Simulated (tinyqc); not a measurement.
# MOS inversion layer, Poisson-Schroedinger loop: effect of the extra shift of set B (strain)

Electrons confined at an insulator interface at z = 0, treated as a hard wall; parabolic valleys, Hartree approximation, no image or exchange terms. The depletion charge lies far deeper than the electrons and gives a uniform field q Nd/(eps0 eps_r); the gate balances all charge. Energies are counted from the band edge at the interface.

Schroedinger equation -(C/mz) psi'' + (V0 + U + dE for set B) psi = E psi, C = hbar^2/(2 m0), psi(0) = 0, on a uniform mesh of 800 nodes with a far wall at 21 nm, 8 levels a set; V0 = q Nd z/(eps0 eps_r); dU/dz = q (Ns - integral of n from 0 to z)/(eps0 eps_r), U(0) = 0; N_k = g md m0 q Vt/(pi hbar^2) ln(1 + exp((EF - E_k)/Vt)), g the number of valleys of the set, sum N_k = Ns. Triangular well: E_k = a_k (C F^2/mz)^(1/3), a_1 = 2.338107, a_2 = 4.087949, C = hbar^2/(2 m0), F in eV/nm. Fang-Howard (all electrons in the lowest level of set A): b^3 = 6 (mz1/C) q (Nd + 11 Ns/32)/(eps0 eps_r), centroid 3/b, level C b^2/(4 mz1) + (3/b) q (Nd + 11 Ns/16)/(eps0 eps_r). The centroid adds 3.9 z_av/eps_r to an oxide-equivalent thickness.

Inputs (values chosen for the exercise); masses and permittivity close to those of silicon (100): temperature T = 300 K; relative permittivity eps_r = 11.8; mass along z of valley set A (2 valley(s)) mz1 = 0.903 m0; in-plane density-of-states mass of set A md1 = 0.193 m0; mass along z of valley set B (4 valley(s)) mz2 = 0.188 m0; in-plane density-of-states mass of set B md2 = 0.418 m0; sheet density of electrons Ns = 1.3e13 cm^-2; sheet density of depletion charge Nd = 6.1e11 cm^-2.

Constants: q = 1.602176634e-19 C, kB = 1.380649e-23 J/K, hbar = 1.054571817e-34 J s, m0 = 9.1093837015e-31 kg, Vt = kB T/q, eps0 = 8.8541878128e-14 F/cm where lengths are in cm, hbar^2/(2 m0) = 0.0380998212 eV nm^2. Results are converted to the units shown.

The same in every row: Fang-Howard centroid (nm) = 1.35.

Results:

| dE (eV) | A1 (meV) | B1 (meV) | EF (meV) | share of A1 (%) | share of set A (%) | centroid z_av (nm) | added oxide equivalent (nm) |
|---|---|---|---|---|---|---|---|
| -0.05 | 259 | 319 | 294 | 50.6 | 52.3 | 1.88 | 0.621 |
| -0.02 | 256 | 337 | 302 | 62.3 | 66.3 | 1.78 | 0.589 |
| 0.01 | 253 | 357 | 308 | 71.9 | 79.5 | 1.70 | 0.563 |
| 0.04 | 251 | 381 | 312 | 78.4 | 90.0 | 1.65 | 0.545 |
| 0.1 | 250 | 436 | 315 | 83.1 | 98.6 | 1.61 | 0.533 |
| 0.13 | 249 | 466 | 315 | 83.6 | 99.6 | 1.61 | 0.532 |
| 0.16 | 249 | 495 | 315 | 83.8 | 99.9 | 1.61 | 0.531 |

Estimate the missing row, dE = 0.07 eV.

Computed row:

| dE (eV) | A1 (meV) | B1 (meV) | EF (meV) | share of A1 (%) | share of set A (%) | centroid z_av (nm) | added oxide equivalent (nm) |
|---|---|---|---|---|---|---|---|
| 0.07 | 250 | 407 | 314 | 81.8 | 96.0 | 1.62 | 0.536 |

With this row back in the table: As dE goes from -0.05 to 0.16, A1 falls from 259 to 249 meV, the share of A1 rises from 50.6 to 83.8 % and the centroid falls from 1.88 to 1.61 nm. The Fang-Howard centroid is 28 % below the full one in the first row, where A1 holds 50.6 %, and 16 % below it in the last, where A1 holds 83.8 %.

Computed by the program tinyqc: `OMP_NUM_THREADS=1 python tinyqc.py 2160037 2160038 out.jsonl`, one thread of a shared Intel Xeon 2.30GHz, about 1 s for the whole run.
